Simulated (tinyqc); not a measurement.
# Esaki diode in forward bias, two-band WKB, step by step

Computed by the program tinyqc: `OMP_NUM_THREADS=1 python tinyqc.py 2620157 2620158 out.jsonl`, one thread of a shared Intel Xeon 2.30GHz, about 0.02 s for the whole run. Printed values are rounded.

Abrupt p-n junction, depletion approximation. Energies E are counted from the conduction-band edge of the neutral n side; its Fermi level lies at dn, that of the p side at dn - V, and the valence-band edge of the neutral p side at Em = dn + dp - V. Tunnelling needs 0 < E < Em. Two-band dispersion with equal masses m: inside the gap kappa = sqrt(m u (1 - u/Eg)/C), u the distance from a band edge, C = hbar^2/(2 m0).

Values chosen for this exercise; band and dielectric values those of a made-up semiconductor: temperature T = 350 K; band gap Eg = 0.939 eV; relative permittivity eps_r = 13.1; conduction-band density of states at 350 K Nc = 3.4e17 cm^-3; valence-band density of states at 350 K Nv = 7.36e18 cm^-3; band-edge mass of the two-band model m = 0.043 m0; acceptor density Na = 6.8e19 cm^-3; donor density Nd = 4e18 cm^-3; bias of the p side V = 0.083 V; points of the energy grid nE = 11.

Constants: q = 1.602176634e-19 C, kB = 1.380649e-23 J/K, hbar = 1.054571817e-34 J s, h = 6.62607015e-34 J s, m0 = 9.1093837015e-31 kg, Vt = kB T/q, eps0 = 8.8541878128e-14 F/cm where lengths are in cm, hbar^2/(2 m0) = 0.0380998212 eV nm^2. Results are converted to the units shown.

Range of the model: Parabolic densities of states, no band tails and no gap narrowing, all of which matter at such doping.

## Fermi levels and built-in voltage

Nd = Nc F12(dn/Vt), Na = Nv F12(dp/Vt), F12(x) = (2/sqrt(pi)) int_0^infinity sqrt(u)/(1 + exp(u - x)) du; dn = EF - Ec on the n side, dp = Ev - EF on the p side (negative outside the bands); Vbi = Eg + dn + dp.

dn = 0.1844642 eV
dp = 0.1555790 eV
Vbi = 1.279043 V

Boltzmann statistics would give dn = 0.0743 eV and dp = 0.0671 eV. At zero bias the bands of the two sides overlap by dn + dp.

## Width, field and exponent

W = sqrt(2 eps0 eps_r (Vbi - V)(1/Na + 1/Nd)/q), mean field F = (Vbi - V)/W, peak field 2 F. In a uniform field F the exponent is S = pi sqrt(m/C) Eg^1.5/(4 F). Transverse energy Et = C kt^2/m raises it to S (1 + 4 Et/Eg), so T = exp(-S) exp(-Et/Eb) with Eb = Eg/(4 S). KJ = (2 q^2/h) m/(4 pi C) (times 1e14 for A/cm^2 per eV^2).

W = 21.41041 nm
mean field = 0.5586269 MV/cm
S = 13.59062
exp(-S) = 1.252188e-6
Eb = 17.27294 meV
tunnelling length Eg/F = 16.80907 nm

## Current density on a coarse grid

J = KJ exp(-S) Eb times the integral from 0 to Em of [f(E - dn) - f(E - dn + V)] [1 - exp(-min(E, Em - E)/Eb)] dE, f(x) = 1/(1 + exp(x/Vt)), with S and Eb from the mean field; J > 0 flows from p to n. KJ = (2 q^2/h) m/(4 pi C) (times 1e14 for A/cm^2 per eV^2). Simpson's rule on nE equally spaced points from 0 to Em.

```
point     E (eV)  difference of the f  transverse factor
0      0.0000000            0.0312334          0.0000000
1      0.0257043            0.0698808          0.7742046
2      0.0514086            0.1478209          0.9490164
3      0.0771129            0.2807773          0.9884881
4      0.1028173            0.4486560          0.9974007
5      0.1285216            0.5750470          0.9994131
6      0.1542259            0.5834357          0.9974007
7      0.1799302            0.4684758          0.9884881
8      0.2056345            0.3007326          0.9490164
9      0.2313388            0.1611789          0.7742046
10     0.2570432            0.0769668          0.0000000
```

integral = 0.07614549 eV
KJ = 6.958737e8 A/(cm^2 eV^2)
J = 1.146068 A/cm^2

A converged quadrature gives 1.146 A/cm^2; this grid is within 0.01 % of that in size.
